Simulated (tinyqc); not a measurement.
# Worked calculation: free and trapped electrons in a MOS channel with a dense trap tail

Program tinyqc, `OMP_NUM_THREADS=1 python tinyqc.py 2222182 2222183 out.jsonl`; Intel Xeon 2.30GHz, shared host, one thread, about 0.02 s. Printed values are rounded.

p-type body, charge-sheet picture, full ionisation (an idealisation for deep acceptors), Boltzmann statistics for free electrons. e = Ec - EF at the surface. Acceptor-like traps of density D(E) = D0 + De exp(-E/Ew) at depth E below Ec, from 0 to Eu, hold n_t = integral of D(E)/(1 + exp((e - E)/Vt)). psi = Eg - Vt ln(Nv/Na) - e; N_dep = sqrt(2 eps0 eps_r Na (psi - Vt)/q); n_f = sqrt(N_dep^2 + 2 eps0 eps_r Vt Nc exp(-e/Vt)/q) - N_dep; Vg = Vfb + psi + q (N_dep + n_t + n_f)/Cox, Cox = eps0 eox/tox.

Inputs (values chosen for the exercise); band and dielectric values close to those of 4H silicon carbide:
- T = 250 K (temperature)
- Eg = 3.29 eV (band gap)
- eps_r = 9.73 (relative permittivity)
- Nc = 1.29e19 cm^-3 (conduction-band density of states at T)
- Nv = 1.94e19 cm^-3 (valence-band density of states at T)
- eox = 3.9 (relative permittivity of the insulator)
- tox = 75 nm (insulator thickness)
- Na = 4.5e15 cm^-3 (acceptor density)
- Vfb = -2.04 V (flat-band voltage without trapped charge)
- D0 = 1.7e10 cm^-2 eV^-1 (constant background density of acceptor-like traps)
- De = 7.2e12 cm^-2 eV^-1 (density of the tail at the conduction edge)
- Ew = 0.09 eV (decay energy of the tail)
- Eu = 0.76 eV (depth below Ec down to which the traps reach)
- mf = 110 cm^2/(V s) (mobility of free electrons)
- e = 0.074 eV (Ec - EF at the surface)

Constants: q = 1.602176634e-19 C, kB = 1.380649e-23 J/K, Vt = kB T/q, eps0 = 8.8541878128e-14 F/cm where lengths are in cm. Results are converted to the units shown.

## Trapped charge

Trapezoid rule on 16 equal steps from 0 to Eu, f = 1/(1 + exp((e - E)/Vt)).

| point | E (eV) | D(E) f (cm^-2 eV^-1) |
|---|---|---|
| 0 | 0 | 2.25324e11 |
| 1 | 0.0475 | 9.64466e11 |
| 2 | 0.095 | 1.83158e12 |
| 3 | 0.1425 | 1.43537e12 |
| 4 | 0.19 | 8.84885e11 |
| 5 | 0.2375 | 5.31104e11 |
| 6 | 0.285 | 3.20418e11 |
| 7 | 0.3325 | 1.96000e11 |
| 8 | 0.38 | 1.22595e11 |
| 9 | 0.4275 | 7.92922e10 |
| 10 | 0.475 | 5.37471e10 |
| 11 | 0.5225 | 3.86776e10 |
| 12 | 0.57 | 2.97879e10 |
| 13 | 0.6175 | 2.45438e10 |
| 14 | 0.665 | 2.14502e10 |
| 15 | 0.7125 | 1.96252e10 |
| 16 | 0.76 | 1.85487e10 |

n_t = 3.17085e11 cm^-2

With 1600 steps n_t = 3.185e11 cm^-2; the coarse value is 0.45 % below it.

## Charges and gate voltage

psi, N_dep, n_f and Vg as defined, with the n_t given; free share n_f/(n_f + n_t); apparent mobility mf n_f/(n_f + n_t); gate voltage spent on traps q n_t/Cox.

psi = 3.03570 V
N_dep = 3.81927e11 cm^-2
n_f = 1.10198e11 cm^-2
Vg = 3.81162 V
free share = 25.7903 %
apparent mobility = 28.3694 cm^2/(V s)
gate voltage spent on traps = 1.10340 V
